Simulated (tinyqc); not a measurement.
Sublattice potential against complex hopping: Haldane model. Computed by the program tinyqc. H_AA = delta - 2 t2 sum cos(k.b + phi), H_BB = -delta - 2 t2 sum cos(k.b - phi), H_AB = -t1 (1 + exp(-i k.a1) + exp(-i k.a2)), b = a1, a2 - a1, -a2, m = 3 sqrt3 t2 sin(phi); the sign of the Chern number follows the orientation k1 then k2.

Honeycomb lattice:

| parameter | value |
|---|---|
| t1 (eV) | 2.290000 |
| t2 (eV) | 0.410000 |
| phi (rad) | -2.550000 |

Gaps at the two valleys (eV) and Chern number of the lower band (12 x 12 mesh):

| delta | gap 2\|delta - m\| | gap 2\|delta + m\| | Chern number |
|---|---|---|---|
| -2.139 | 1.902 | 6.654 | 0 |
| -1.544 | 0.712 | 5.464 | 0 |
| -0.713 | 0.950 | 3.802 | 1 |
| 0.000 | 2.376 | 2.376 | 1 |
| 0.475 | 3.326 | 1.426 | 1 |
| 0.891 | 4.158 | 0.594 | 1 |
| 1.485 | 5.346 | 0.594 | 0 |
| 2.376 | 7.128 | 2.376 | 0 |

What does the comparison show, and why?

Here |m| = 1.1881 eV. For |delta| < |m| the two valleys have masses of opposite sign and the Chern number is +/-1; one gap closes at |delta| = |m|, and beyond it the band is trivial.
